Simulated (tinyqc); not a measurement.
## Series resistance and length offset from two lengths at two overdrives

Question. In strong inversion R W = Rsd + k(x)(L - dL), k(x) = (1 + th1 x)/(mu0 Cox x), x the overdrive, Cox = eps0 eox/tox, with Rsd and dL independent of x. Find dL, Rsd, mu0 and th1.

Values chosen for this exercise: relative permittivity of the gate insulator (close to silicon dioxide) eox = 3.9; insulator thickness tox = 4.1 nm.

Constants: eps0 = 8.8541878128e-14 F/cm where lengths are in cm. Results are converted to the units shown.

total resistance times width (ohm um):

|  | L = 0.081 um | L = 1.4 um |
|---|---|---|
| overdrive 0.5 V | 1486.85844 | 26642.0979 |
| overdrive 0.99 V | 987.341375 | 16453.4189 |

Answer. At each overdrive R W is a straight line in L; the two lines cross at L = dL, R W = Rsd. Their slopes give k x = (1 + th1 x)/(mu0 Cox), a straight line in x.

dL = 0.01300 um
Rsd = 190.0 ohm um
mu0 = 160.0 cm^2/(V s)
th1 = 0.5700 1/V

Numbers from tinyqc (`OMP_NUM_THREADS=1 python tinyqc.py 2210137 2210138 out.jsonl`; about 0.01 s on one thread of a shared Intel Xeon 2.30GHz).
